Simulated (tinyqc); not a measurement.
Inside a calculation. Model: finite-difference solution of the diffusion equation on a small grid. Computed by tinyqc, a small Python program that keeps every step. Command: `OMP_NUM_THREADS=1 python tinyqc.py 3005044 3005045 out.jsonl fdiff walk`. One thread of a shared host (Intel(R) Xeon(R) Processor @ 2.30GHz), about 0.01 s of CPU time with the checks. Intermediate numbers are printed to about 6 digits and carried at full precision; extremes and crossings named in words are read from the listed rows.

dC/dt = D d2C/dx2 on nodes x_j = j dx, j = 0..9; the far end is sealed.

Inputs (values chosen for the exercise):
```
quantity,value,unit
diffusivity D,12,nm^2/s
grid spacing dx,5,nm
time step dt,8.4,s
final time t_f,84,s
```

Boundary at x = 0: sealed surface. Scheme: implicit.

start values C_j, j = 0, 1, ... (% of a reference): [68, 100, 78.8, 9.91, 9.95, 0, 0, 0, 0, 0]

## Mesh ratio and operator

The operator M acts as (M C)_j = C_(j-1) - 2 C_j + C_(j+1); at the sealed far end a mirror node gives 2 C_(N-2) - 2 C_(N-1); at j = 0, a mirror node gives 2 C_1 - 2 C_0. r = D dt/dx^2.

mesh ratio r = 4.032

operator M:
```
,0,1,2,3,4,5,6,7,8,9
0,-2,2,0,0,0,0,0,0,0,0
1,1,-2,1,0,0,0,0,0,0,0
2,0,1,-2,1,0,0,0,0,0,0
3,0,0,1,-2,1,0,0,0,0,0
4,0,0,0,1,-2,1,0,0,0,0
5,0,0,0,0,1,-2,1,0,0,0
6,0,0,0,0,0,1,-2,1,0,0
7,0,0,0,0,0,0,1,-2,1,0
8,0,0,0,0,0,0,0,1,-2,1
9,0,0,0,0,0,0,0,0,2,-2
```

## Amplification factors

The mode of M with eigenvalue mu has its amplitude multiplied per step by g = (1 + (1 - theta) r mu)/(1 - theta r mu), with theta = 0 explicit, 1 implicit, 1/2 Crank-Nicolson; the explicit scheme is stable for r up to 2/|mu_min|.

eigenvalues mu of M: [-4.00000, -3.87939, -3.53209, -3.00000, -2.34730, -1.65270, -1.00000, -0.46791, -0.12061, 0.00000]

factors g: [0.05838, 0.06009, 0.06561, 0.07636, 0.09556, 0.13049, 0.19873, 0.34643, 0.67280, 1.00000]

largest stable r of the explicit scheme = 0.5

The smallest factor is 0.058: no mode changes sign, and all decay but one with mu = 0 where there is such a mode.

## Time step 1

C at the start (%): [68.00, 100.00, 78.80, 9.91, 9.95, 0.00, 0.00, 0.00, 0.00, 0.00]

With r = D dt/dx^2: (1 - theta r M) C(new) = (1 + (1 - theta) r M) C(old); theta = 0 explicit, 1 implicit, 1/2 Crank-Nicolson.

C after step 1 (%): [61.9584, 61.2092, 50.8392, 33.5346, 22.0892, 13.6545, 8.6063, 5.6927, 4.1909, 3.7285]

## Time step 2

The formulas are those given above.

C after step 2 (%): [48.4007, 46.7195, 41.4446, 33.8396, 26.3103, 19.8279, 14.8767, 11.4806, 9.5199, 8.8810]

## All steps

The run takes n = round(t_f/dt) steps of length t_f/n. The dose is the trapezoidal sum of C dx; the error is the largest difference from exp(M D t/dx^2) C(0), the exact time evolution on the same grid.

Course of the run:
```
step,t (s),C_1,C_5,dose (% nm),largest error
1,8.4,61.2092,13.6545,1163.3,7.42201
2,16.8,46.7195,19.8279,1163.3,5.60094
3,25.2,39.0616,22.6296,1163.3,4.08078
4,33.6,34.4706,23.9832,1163.3,3.03180
5,42.0,31.5597,24.7000,1163.3,2.28704
6,50.4,29.6609,25.1136,1163.3,1.71975
7,58.8,28.4037,25.3678,1163.3,1.27890
8,67.2,27.5648,25.5304,1163.3,0.93907
9,75.6,27.0028,25.6369,1163.3,0.68144
10,84.0,26.6255,25.7075,1163.3,0.48944
```

C at the end (%): [26.6754, 26.6255, 26.4822, 26.2626, 25.9936, 25.7075, 25.4390, 25.2203, 25.0776, 25.0281]

largest error at t_f = 0.489438 %

final dose = 1163.3 % nm

final C_5 = 25.7075 %

The time-step error at the end is 0.49 on a scale of 26.7. Both ends are sealed, so the dose is conserved exactly, whatever the step.

## The three schemes as the step is halved

Each run reaches t_f in n equal steps; errors are the largest difference from exp(M D t_f/dx^2) C(0). A dash marks unstable explicit runs.

Largest error at t_f (%):
```
steps n,r,explicit,implicit,Crank-Nicolson
4,10.0800,-,1.48621,1.57407e+01
8,5.0400,-,0.63674,3.16187e+00
16,2.5200,-,0.28570,1.79825e-02
32,1.2600,-,0.13367,3.13015e-03
64,0.6300,-,0.06440,7.83257e-04
128,0.3150,0.0302806,0.03157,1.95859e-04
256,0.1575,0.0153039,0.01563,4.89676e-05
```

From the last two rows, halving the step divides the error by 1.98 (explicit), 2.02 (implicit), 4.00 (Crank-Nicolson): a factor 2 marks first order in dt and 4 second order. The explicit scheme needs n of at least 81 to be stable; the other two are stable at any step.

Checks made by the program: matrix exponential against 4096 Crank-Nicolson steps (relative difference 7e-09).
